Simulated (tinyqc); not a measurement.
# Electron density from the centroid

Problem. In the Fang-Howard model the centroid is 3/b with b^3 = 6 (mz1/C) q (Nd + 11 Ns/32)/(eps0 eps_r), C = hbar^2/(2 m0), the field in eV/nm. Find b and Ns.

Parameters, values chosen for the exercise; masses and permittivity close to those of silicon (100):
```
symbol,value,unit,meaning
eps_r,11.7,,relative permittivity
mz1,0.912,m0,mass along z of valley set A (2 valley(s))
Nd,1.1e11,cm^-2,sheet density of depletion charge
```

Constants: q = 1.602176634e-19 C, hbar = 1.054571817e-34 J s, m0 = 9.1093837015e-31 kg, eps0 = 8.8541878128e-14 F/cm where lengths are in cm, hbar^2/(2 m0) = 0.0380998212 eV nm^2. Results are converted to the units shown.

centroid = 2.7947032 nm

Solution. b = 3/centroid gives Nd + 11 Ns/32, from which the depletion charge is taken off.

b = 1.073 1/nm
Ns = 1.300e12 cm^-2

Program tinyqc, `OMP_NUM_THREADS=1 python tinyqc.py 2160102 2160103 out.jsonl`; Intel Xeon 2.30GHz, shared host, one thread, about 1 s.
